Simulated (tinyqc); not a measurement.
Inversion-layer mobility, back-scattering and ballistic limit of a field-effect transistor. Changing the gate overdrive V_G - V_T. Computed by tinyqc, a small Python program. Command: `OMP_NUM_THREADS=1 python tinyqc.py 3004139 3004140 out.jsonl mos sweep`. One thread of a shared host (Intel(R) Xeon(R) Processor @ 2.30GHz), about 0.02 s of CPU time with the checks.

The charge at the top of the source barrier is fixed by the gate; series resistance and short-channel effects are left out. F_j are Fermi integrals normalised to exp(eta) in the classical limit.

Inputs (values chosen for the exercise, modelled on a germanium p-channel):
```
quantity                                       value        unit
transport mass m                                0.19         m_0
valley degeneracy g_v                              1           -
weight w of the inversion charge               0.333           -
permittivity eps                                  16           -
phonon mobility at 1 MV/cm and 300 K, mu_ph      240  cm^2/(V s)
roughness mobility at 1 MV/cm, mu_sr             310  cm^2/(V s)
Coulomb mobility at N_inv = 1e12/cm^2, mu_C      330  cm^2/(V s)
electrical oxide thickness t_inv                 2.1          nm
depletion charge N_dep                       4.8e+12      1/cm^2
drain voltage V_D                                1.1           V
channel length L                                 940          nm
exponent a of the critical length               0.65           -
temperature T                                    300           K
```

Statistics at the top of the barrier: Fermi-Dirac.

Constants: eps_0 = 8.8541878128e-12 F/m; e = 1.602176634e-19 C; m_0 = 9.1093837015e-31 kg; k_B = 1.380649e-23 J/K; hbar = 1.054571817e-34 J s; k_B = 8.617333262e-05 eV/K.

Method:
- N_inv = 3.9 eps_0 (V_G - V_T)/(e t_inv); effective field E_eff = e (N_dep + w N_inv)/(eps eps_0).
- mu_phonon = mu_ph (E_eff/1 MV/cm)^(-0.3) (T/300 K)^(-1.75); mu_rough = mu_sr (E_eff/1 MV/cm)^(-2); mu_Coulomb = mu_C (N_inv/1e12 cm^-2) (T/300 K); Matthiessen's rule adds 1/mu.
- F_j(eta) = (1/Gamma(j + 1)) int_0^infinity x^j/(1 + exp(x - eta)) dx, F_0 = ln(1 + exp(eta)). Integrals over x = E/(k_B T) use 160 Gauss-Legendre points in u = sqrt(x) from 0 to sqrt(max(eta, 0) + 32).
- Ballistic channel: N_2D = g_v m k_B T/(pi hbar^2), U = e V_D/(k_B T); eta_F solves N_inv = (N_2D/2)[F_0(eta_F) + F_0(eta_F - U)]; v_T = sqrt(2 k_B T/(pi m)); I/W = e (N_2D/2) v_T [F_1/2(eta_F) - F_1/2(eta_F - U)]; injection velocity v_T F_1/2(eta_F)/F_0(eta_F).
- Mean free path lambda = (2 k_B T/e)(mu/v_T) F_0(eta_0)/F_-1/2(eta_0), with eta_0 from N_inv = N_2D F_0(eta_0); critical length l = L (1 + U)^(-a), an empirical rule; back-scattering r = l/(l + lambda). Then eta solves N_inv = (N_2D/2)[(1 + r) F_0(eta) + (1 - r) F_0(eta - U)] and I/W = e (N_2D/2) v_T (1 - r)[F_1/2(eta) - F_1/2(eta - U)].
- Ballistic ratio: I over the ballistic current. Apparent mobility 1/(1/mu + 1/mu_B), mu_B = mu L/lambda.

One run for each value; columns: (1) gate overdrive V_G - V_T (V); (2) current I/W (microampere/micrometre); (3) ballistic current I/W (microampere/micrometre); (4) effective mobility mu (cm^2/(V s)); (5) injection velocity (1e7 cm/s); (6) ballistic ratio:
```
(1)      (2)     (3)     (4)     (5)       (6)
0.10    7.95   233.6  131.85  1.4208  0.034024
0.24   29.03   667.7  162.06  1.6919  0.043481
0.38   57.35  1224.6  165.59  1.9598  0.046836
0.51   89.51  1842.7  162.55  2.1973  0.048573
0.65  129.84  2605.6  156.82  2.4378  0.049830
0.79  175.32  3458.7  150.14  2.6625  0.050688
0.92  221.40  4324.1  143.68  2.8583  0.051203
1.10  290.03  5628.4  134.82  3.1117  0.051530
1.20  330.02  6402.7  130.04  3.2448  0.051544
```

What does the table show, and why?

Over the rows, current I/W (microampere/micrometre) rises from 7.95 to 330 (exponent d ln y / d ln x about 1.5 throughout); ballistic current I/W (microampere/micrometre) rises from 234 to 6400 (exponent d ln y / d ln x 1.2 between the first rows and 1.5 between the last); effective mobility mu (cm^2/(V s)) goes from 132 through a maximum among these rows, 166 at 0.380, to 130. At the high end the exponent of ballistic current I/W is 1.48, close to 1.5: the Fermi velocity grows as N^(1/2).

Caution (all rows): the current exceeds the long-channel drift law, so the empirical rule for l, meant for short channels, is too generous here. Caution (rows 0.510, 0.650, 0.790, 0.920, 1.10, 1.20): in a degenerate gas the layer that can return carriers is set by E_F rather than k_B T, so l is underestimated. Caution (rows 0.650, 0.790, 0.920, 1.10, 1.20): the Fermi level lies so high that further subbands and non-parabolicity matter.

Extremes, crossings and ranges named in words are read from the listed rows.
